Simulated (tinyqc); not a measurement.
Nanowire ballistic transistor, top-of-the-barrier model: one step of the calculation.

At the top of the source barrier, states moving towards the drain are filled by the source (Fermi level 0) and states moving back by the drain (Fermi level -q Vd); nothing scatters. U is the shift of the band edge there, set by the capacitances CG, CD and CS (the total) and by the charge. Parabolic one-dimensional subbands; the source is grounded.

Question. Density of states, capacitances and charge at zero bias. N0 = gv sqrt(2 m kB T/pi)/hbar, CG = 2 pi eps0 eox/ln(1 + 2 tox/d), CS = CG/aG, n0 = n at U = 0 and Vd = 0. eta1 = -(E0 + U)/Vt, eta2 = eta1 - Vd/Vt, n = (N0/2)[F_(-1/2)(eta1) + F_(-1/2)(eta2)], F_(-1/2)(x) = (1/sqrt(pi)) int_0^infinity u^(-1/2)/(1 + exp(u - x)) du. Each F is summed over the two subbands, F(eta) + F(eta - dE/Vt), which share the mass. UL = -(aG Vg + aD Vd).

Inputs (values chosen for the exercise); mass and valleys close to those of germanium:
```
symbol  value  unit                                                                 meaning
T         300     K                                                             temperature
m       0.123    m0                                                          effective mass
gv          4                                                             valley degeneracy
eox       3.9                                   relative permittivity of the gate insulator
tox         1    nm                                                     insulator thickness
d           3    nm                                                           wire diameter
dE       0.06    eV                                    offset of a second subband (0: none)
aG       0.76                                                            gate control CG/CS
aD       0.11                                                           drain control CD/CS
E0       0.17    eV  band edge at the barrier top above the source Fermi level at zero bias
Vg        0.7     V                                                            gate voltage
Vd        0.7     V                                                           drain voltage
```

Constants: q = 1.602176634e-19 C, kB = 1.380649e-23 J/K, hbar = 1.054571817e-34 J s, m0 = 9.1093837015e-31 kg, Vt = kB T/q, eps0 = 8.8541878128e-14 F/cm where lengths are in cm. Results are converted to the units shown.

Give: N0; CG; CS; n0; UL.

Answer.

N0 = 6.5196e6 cm^-1
CG = 4.2474 pF/cm
CS = 5.5887 pF/cm
n0 = 9968.5 cm^-1
UL = -0.60900 eV

Numbers from tinyqc (`OMP_NUM_THREADS=1 python tinyqc.py 2400095 2400096 out.jsonl`; about 0.07 s on one thread of a shared Intel Xeon 2.30GHz).
